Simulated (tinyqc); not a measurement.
# Minority carriers and saturation current of a heavily doped emitter: effect of the contact

n-type, parabolic bands, full ionisation. eta = (EF - Ec)/kB T solves N = Nc F12(eta), F12(x) = (2/sqrt(pi)) int_0^infinity sqrt(u)/(1 + exp(u - x)) du. The gap shrinks rigidly by dEg = E1 [ln(N/N0) + sqrt(ln^2(N/N0) + 0.5)], an empirical law that is here taken as the true narrowing.

ni = sqrt(Nc Nv) exp(-Eg/(2 Vt)), Eg in volts; degeneracy factor g = F12(eta) exp(-eta); nie^2 = ni^2 exp(dEg/kB T) g, p0 = nie^2/N; apparent narrowing dEg + kB T ln g. 1/tau = Cn N^2 + 1/ts, D = mup Vt, L = sqrt(D tau); J0 = (q p0 D/L)(s + tanh(W/L))/(1 + s tanh(W/L)), s = S L/D; the share recombining inside is 1 - 1/[cosh(W/L)(1 + tanh(W/L)/s)].

Values chosen for this exercise; band and dielectric values close to those of silicon: temperature T = 300 K; band gap Eg = 1.12 eV; conduction-band density of states at 300 K Nc = 2.77e19 cm^-3; valence-band density of states at 300 K Nv = 2.66e19 cm^-3; ionised donor density N = 6.6e19 cm^-3; energy of the narrowing law E1 = 9 meV; density of the narrowing law N0 = 1.5e17 cm^-3; minority-hole mobility mup = 120 cm^2/(V s); Auger coefficient Cn = 2.6e-31 cm^6/s; defect lifetime ts = 2.6 us; emitter width W = 93 nm.

Constants: q = 1.602176634e-19 C, kB = 1.380649e-23 J/K, Vt = kB T/q. Results are converted to the units shown.

Result of one run:
```
J0 (fA/cm^2),share inside (%)
91.47,96.89
```

Which recombination velocity at the contact S gave this result: 340, 1500, 26000, 2.1e6 or 8.8e6 cm/s?

S = 340 cm/s.

The whole series:
```
S (cm/s),J0 (fA/cm^2),share inside (%)
80,89.33,99.25
340,91.47,96.89
1500,101.0,87.62
6200,138.8,63.29
26000,287.6,29.74
1.1e5,772.2,10.08
4.8e5,1721,3.652
2.1e6,2482,2.045
8.8e6,2764,1.675
```

J0 rises from 89.3 to 2760 fA/cm^2, between the limits q p0 (D/L) tanh(W/L) = 88.7 and q p0 (D/L) coth(W/L) = 2870; W/L = 0.18, so passivating the contact can gain at most a factor of 32.3.

Range of the model: Band tails, non-parabolic bands and incomplete ionisation are left out.

Program tinyqc, `OMP_NUM_THREADS=1 python tinyqc.py 2330060 2330061 out.jsonl`; Intel Xeon 2.30GHz, shared host, one thread, about 0.01 s.
